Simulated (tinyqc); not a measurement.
Self-heating of a transistor with one or more fingers, with temperature-dependent conductivity. Changing the pulse length. Computed by tinyqc, a small Python program. Command: `OMP_NUM_THREADS=1 python tinyqc.py 3006863 3006864 out.jsonl selfheat sweep`. One thread of a shared host (Intel(R) Xeon(R) Processor @ 2.30GHz), about 0.2 s of CPU time with the checks.

N long parallel fingers lie on the top face of a slab whose bottom is held at T_0; the top is otherwise insulated, and heat flows in two dimensions. P in W/mm is 1000 P in W/m.

Inputs (values chosen for the exercise, modelled on gallium oxide):

| quantity | value | unit |
|---|---|---|
| conductivity at the base temperature kappa_0 | 19.9 | W/(m K) |
| power per gate width P | 0.46 | W/mm |
| fingers N | 1 | - |
| finger pitch s | 8.1 | micrometre |
| width of the heat source w | 0.16 | micrometre |
| substrate thickness t | 70 | micrometre |
| heat capacity C | 3.25 | 1e6 J/(m^3 K) |

Power: power rises with temperature.

Method:
- A line source of power P on the top face raises the top at distance x by (P/(pi kappa_0)) g(x), g(x) = -ln tanh(pi x/(4 t)) (the image sum for the slab). On a strip of width w the centre sees the mean of g over the strip, g_0 = 1 + ln(8 t/(pi w)) for w much below t.
- theta_i = (P/(pi kappa_0)) [g_0 + sum over j != i of g(|i - j| s)], with equal powers and constant conductivity; thermal resistance = largest theta/P.
- After switching on, theta(tau) = (P D/kappa_0) int_0^tau X(u) Z(u) du at the hottest finger, D = kappa_0/C; X = sum over fingers at distance x of [erf((x + w/2)/r) - erf((x - w/2)/r)]/(2 w), Z = sum_(j=-200..200) (-1)^j exp(-(2 j t/r)^2)/sqrt(pi D u), r = 2 sqrt(D u); trapezoid rule on 300 points evenly spaced in ln u from u_0 = 1e-3 min(tau, w^2/D) to tau, plus the exact piece 2 sqrt(u_0/(pi D))/w below u_0. Conductivity and power are held at their base values here, and Fourier's law is used even where the diffusion length is near a phonon free path.

One run for each value:

| pulse length (microsecond) | linear rise after the pulse (K) | share of the steady rise | diffusion length sqrt(D tau) (micrometre) |
|---|---|---|---|
| 0.003 | 14.319 | 0.2428 | 1.3553e-01 |
| 0.01 | 18.675 | 0.3166 | 2.4745e-01 |
| 0.06 | 25.240 | 0.4279 | 6.0612e-01 |
| 0.3 | 31.157 | 0.5283 | 1.3553e+00 |
| 1 | 35.585 | 0.6034 | 2.4745e+00 |
| 5 | 41.506 | 0.7037 | 5.5331e+00 |
| 20 | 46.606 | 0.7902 | 1.1066e+01 |
| 100 | 52.527 | 0.8906 | 2.4745e+01 |
| 500 | 57.815 | 0.9803 | 5.5331e+01 |
| 2000 | 58.973 | 0.9999 | 1.1066e+02 |

Over the rows, linear rise after the pulse (K) rises from 14.3 to 59.0 (exponent d ln y / d ln x 0.22 between the first rows and 0.014 between the last); share of the steady rise rises from 0.243 to 1.000 (exponent d ln y / d ln x 0.22 between the first rows and 0.014 between the last); diffusion length sqrt(D tau) (micrometre) rises from 0.136 to 111 (exponent d ln y / d ln x about 0.50 throughout). Short pulses heat only the region within a diffusion length; the rise saturates when that length reaches the thickness, 70 micrometre.

Extremes, crossings and ranges named in words are read from the listed rows.
